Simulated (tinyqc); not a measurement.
Worked calculation: lattice vibrations of a chain. Computed by tinyqc, a small Python program that keeps every step. Command: `OMP_NUM_THREADS=1 python tinyqc.py 30286 30287 out.jsonl` (the two numbers bound the seeds that draw the settings). One thread of a shared host (Intel(R) Xeon(R) Processor @ 2.60GHz), about 0.01 s of CPU time with the checks.

## Dynamical matrix at q = 0.33

A chain moving along its axis:
```
atom                mass (u)  spring to the next atom (eV/angstrom^2)
1                  39.100000                                18.800000
2                  63.700000                                15.300000
3                  15.600000                                20.800000
second neighbours          -                                 3.000000
```

q is in units of 2 pi/a. A spring k from atom i to atom j, n cells on, adds k to Phi_ii and Phi_jj, -k exp(2 pi i q n) to Phi_ij and the conjugate to Phi_ji (for one atom a cell: 2k (1 - cos 2 pi q n)); D_ij = Phi_ij / sqrt(m_i m_j).

D(q) (eV/(angstrom^2 u)), lower triangle (Hermitian):
```
                     1                    2         3
1             1.166240
2  -0.347744-0.052677i             0.629513
3   0.284260-0.738021i  -0.439508-0.083396i  2.698718
```

## Frequencies

omega^2 are the eigenvalues; wavenumber = 521.4708 sqrt(eigenvalue) 1/cm.

eigenvalues: 0.307308  1.074397  3.112767

wavenumbers (1/cm): 289.1  540.5  920.0

weights |e|^2 of the mass-weighted modes:
```
          mode 1    mode 2    mode 3
atom 1  0.265053  0.590144  0.144803
atom 2  0.663827  0.304612  0.031560
atom 3  0.071120  0.105244  0.823637
```

## Dispersion and heat capacity

C/k_B per atom = mean over q = (j + 1/2)/80, j = 0..39 and all branches of y^2 e^y/(e^y - 1)^2, y = hc wavenumber / k_B T.

Wavenumbers (1/cm):
```
q           branch 1    branch 2    branch 3
0.000000    0.000000  591.099401  934.233056
0.062500   59.401297  589.248383  933.513649
0.125000  117.838957  583.685314  931.458715
0.187500  174.305154  574.407079  928.366375
0.250000  227.669342  561.514498  924.693486
0.312500  276.492701  545.445490  920.994522
0.375000  318.536292  527.537149  917.839361
0.437500  349.511139  511.356494  915.721794
0.500000  361.662307  504.190724  914.976499
```

Heat capacity:
```
T (K)  C/k_B per atom
20           0.032105
50           0.082121
100          0.176350
200          0.387607
300          0.570081
600          0.837158
1200         0.953484
```

zero-point energy per atom = 34.993719 meV
